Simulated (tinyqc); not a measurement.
Speed against selectivity over temperature: anisotropic wet etching of Si(100): plane rates, V-grooves, membranes and undercut. Computed by tinyqc, a small Python program. Command: `OMP_NUM_THREADS=1 python tinyqc.py 3004406 3004407 out.jsonl wetetch walk`. One thread of a shared host (Intel(R) Xeon(R) Processor @ 2.30GHz), about 0.01 s of CPU time with the checks.

A long slot opens the mask on a (100) wafer. The floor etches at R100; (111) walls stand at theta = arctan(sqrt2) = 54.7356 degrees to the surface and recede at R111 along their normal.

Inputs (values chosen for the exercise, close to those used for potassium hydroxide solutions):

| quantity | value | unit |
|---|---|---|
| prefactor k0 of the (100) rate | 5.3e+08 | um/min |
| activation energy of (100), E | 0.591 | eV |
| ratio (100)/(111) at 80 C | 100 | - |
| extra energy of (111), dE | 0.13 | eV |
| ratio (100)/oxide at 80 C | 160 | - |
| extra energy of the oxide, dE_ox | 0.27 | eV |
| misalignment of the mask | 0 | degrees |
| wafer thickness d | 380 | um |
| membrane thickness wanted | 30 | um |

Constants: k_B = 8.617333262e-05 eV/K.

Method:
- R100 = k0 exp(-E/(k_B T)); a ratio given at 80 C scales as exp[(extra energy/k_B)(1/T - 1/353.15 K)]; R111 and R_ox follow by division.
- Temperatures in kelvin are T(C) + 273.15.
- Each row etches to the depth d - membrane; undercut per side = (R111/sin(theta) + R100 sin(misalignment)) x time.

Etching to a fixed depth:

| T (C) | R100 (um/min) | R100/R111 | time (h) | undercut (um) | oxide consumed (nm) |
|---|---|---|---|---|---|
| 30 | 0.0793 | 202.30 | 73.593 | 2.1190 | 506.3 |
| 40 | 0.1632 | 172.57 | 35.734 | 2.4839 | 704.3 |
| 50 | 0.3215 | 148.67 | 18.145 | 2.8832 | 959.9 |
| 60 | 0.6079 | 129.23 | 9.596 | 3.3170 | 1284.2 |
| 70 | 1.1076 | 113.26 | 5.267 | 3.7849 | 1689.1 |
| 80 | 1.9506 | 100.00 | 2.991 | 4.2866 | 2187.5 |
| 90 | 3.3297 | 88.90 | 1.752 | 4.8217 | 2792.9 |
| 100 | 5.5234 | 79.54 | 1.056 | 5.3895 | 3519.4 |

From 30 to 100 C the time falls by a factor 69.7, while the oxide loss grows by 6.95 and the undercut by 2.54: the slower planes and the mask have the higher activation energies, so heat costs selectivity.
